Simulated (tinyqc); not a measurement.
Lattice sites along [110]: pair of shallow donors (hydrogen-like orbitals).

Each donor has the orbital exp(-r/a); energy unit Ha* = q/(eps a), q = e^2/(4 pi eps0), so that a lone donor is bound by Ha*/2; x = R/a. One electron: S = (1 + x + x^2/3) exp(-x), j = 1/x - (1 + 1/x) exp(-2x), k = (1 + x) exp(-x); levels E(+/-) = -1/2 - (j +/- k)/(1 +/- S) in Ha*, without the repulsion of the ions, split by D = |E(-) - E(+)|. In six valleys the overlaps S and k are multiplied by v = [cos(K Rx) + cos(K Ry) + cos(K Rz)]/3, K = k0 (2 pi/a_lat), for isotropic envelopes and the symmetric valley state.

Two electrons, Heitler-London: with S' = (1 - x + x^2/3) exp(x), C = 1/x - exp(-2x)(1/x + 11/8 + 3x/4 + x^2/6), X = (1/5){exp(-2x)(25/8 - 23x/4 - 3x^2 - x^3/3) + (6/x)[S^2 (0.5772157 + ln x) + S'^2 Ei(-4x) - 2 S S' Ei(-2x)]}, Q = C - 2j + 1/x and A = X - 2 S k + S^2/x, the singlet and triplet lie at (Q +/- w A)/(1 +/- w S^2) from two lone donors, with the valley weight w = v^2; the exchange is J = triplet - singlet.

Constants: e^2/(4 pi eps0) = 14.39964547 eV angstrom.

Values chosen for the exercise (near those of two donors in Si; not measured data):
```
symbol  value                                                                                                                                                   unit        meaning
a       18.8                                                                                                                                                    angstrom    orbital radius
eps     11.4                                                                                                                                                                dielectric constant
a_lat   5.431                                                                                                                                                   angstrom    lattice constant
k0      0.848                                                                                                                                                   2 pi/a_lat  valley position
sites   ((10.5, 10.5, 0), (11, 11, 0), (11.5, 11.5, 0), (12, 12, 0), (12.5, 12.5, 0), (13, 13, 0), (13.5, 13.5, 0), (14, 14, 0), (14.5, 14.5, 0), (15, 15, 0))  a_lat       positions of the second donor
```

D and J for each site, and for v = 1.

Results:
```
site             R (angstrom)       v  D (meV)  J (micro-eV)  J for v = 1
(10.5, 10.5, 0)          80.6   0.882     4.36           686          882
(11, 11, 0)              84.5   0.020   0.0814         0.248          649
(11.5, 11.5, 0)          88.3   0.342     1.22          55.6          476
(12, 12, 0)              92.2   0.632     1.94           139          348
(12.5, 12.5, 0)          96.0  -0.206    0.538          10.7          253
(13, 13, 0)              99.8   0.992     2.22           181          183
(13.5, 13.5, 0)         103.7  -0.298    0.564          11.8          132
(14, 14, 0)             107.5   0.796     1.28          60.4         95.4
(14.5, 14.5, 0)         111.4   0.143    0.195          1.41         68.5
(15, 15, 0)             115.2   0.208    0.240          2.13         49.1
```

Over these sites the envelope alone changes J by a factor 18, and the valley factor v^2 by 2.58e+03; J runs from 0.248 at (11, 11, 0) to 686 micro-eV at (10.5, 10.5, 0). Along [110] only two valleys keep their phase, so v = (1 + 2 cos)/3 can pass through zero. J does not fall steadily with distance.

Run: tinyqc, `OMP_NUM_THREADS=1 python tinyqc.py 1280863 1280864 out.jsonl`; Intel(R) Xeon(R) Processor @ 2.30GHz, one thread, shared host; about 0.01 s of CPU time with all checks.
